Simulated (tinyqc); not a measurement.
Worked calculation: heavy doping: gap narrowing, degeneracy and the minority density. Values are carried at full precision from step to step, so a last printed digit may differ when a step is redone from the rounded ones.

Empirical narrowing (Slotboom form, constants chosen for the exercise; published fits of this form give the apparent narrowing, here it is taken as the true one): dEg = E0 [ln(N/N0) + sqrt(ln(N/N0)^2 + C)].

Constants: kB = 8.617333262e-05 eV/K; e^2/(4 pi eps0) = 14.39964547 eV angstrom.

Inputs chosen for the exercise (gap and densities of states near those of Si at this temperature; narrowing constants near the fits for Si; the results hold for these values, not for the real material):

| symbol | value | unit | meaning |
|---|---|---|---|
| N | 4.8e+18 | 1/cm^3 | ionised donors, equal to the majority density |
| E0 | 7.28 | meV | narrowing scale |
| N0 | 1.5e+17 | 1/cm^3 | onset density |
| C | 0.5 |  | smoothing constant |
| Nc | 2.07e+19 | 1/cm^3 | conduction-band density of states |
| Eg | 1.137 | eV | gap |
| Nv | 8.64e+18 | 1/cm^3 | valence-band density of states |
| T | 250 | K |  |
| eps | 11.7 |  | dielectric constant |
| Mv | 6 |  | majority valleys |

## Gap narrowing

Evaluate at N.

ln(N/N0) = 3.4657
dEg (empirical fit) = 50.98 meV

Well above N0 each decade of doping adds 2 E0 ln 10 = 33.5 meV.

## Degeneracy of the majority band

F_j(eta) = (1/Gamma(j + 1)) integral_0^infinity x^j dx/(1 + exp(x - eta)), which tends to exp(eta) for eta << 0.

Majority: N = Nc F_1/2(eta), eta the distance of EF beyond the majority band edge in kT. Degeneracy factor gam = F_1/2(eta)/exp(eta). ni0^2 = Nc Nv exp(-Eg/kT); product n p = ni0^2 gam exp(dEg/kT), dEg the true narrowing; apparent narrowing dEa = dEg + kT ln gam; minority density = n p/N.

Solve for eta and form gam.

N/Nc = 0.2319
eta = -1.3798
gam = 0.9215

## Product and minority density

Combine both effects.

ni0 = 4.63e+07 1/cm^3
exp(dEg/kT) = 10.7
dEa = 49.2 meV
sqrt(n p) = 1.45e+08 1/cm^3
minority density = 0.00439 1/cm^3

Narrowing multiplies the product by 10.7 and degeneracy by 0.922; together they change the minority density by a factor 9.82 against ni0^2/N.

## Two estimates of the size

Two physical estimates, e2 = e^2/(4 pi eps0), N in 1/angstrom^3: exchange shift at the Fermi level, Ex = (e2/eps) kF/pi with kF = (3 pi^2 N/Mv)^(1/3); screened-pair energy (Lanyon-Tuft), Es = (3/4)(e2/eps) qs with qs^2 = (4 pi e2 N/(eps kT)) F_-1/2(eta)/F_1/2(eta).

Evaluate both at N.

kF = 0.02872 1/angstrom
Ex = 11.25 meV
Es = 52.10 meV

Against the fitted dEg = 51.0 meV, Ex is 0.22 and Es 1.02 times as large; each keeps one mechanism only, and Ex assumes a strongly degenerate gas, while here eta is only -1.38.

## Checks

- Minority density against the Boltzmann occupation of the other band at the narrowed gap (1/cm^3): both 0.004391.

(tinyqc, `OMP_NUM_THREADS=1 python tinyqc.py 1650533 1650534 out.jsonl`, Intel(R) Xeon(R) Processor @ 2.30GHz, 1 thread, shared host, about 0.01 s.)
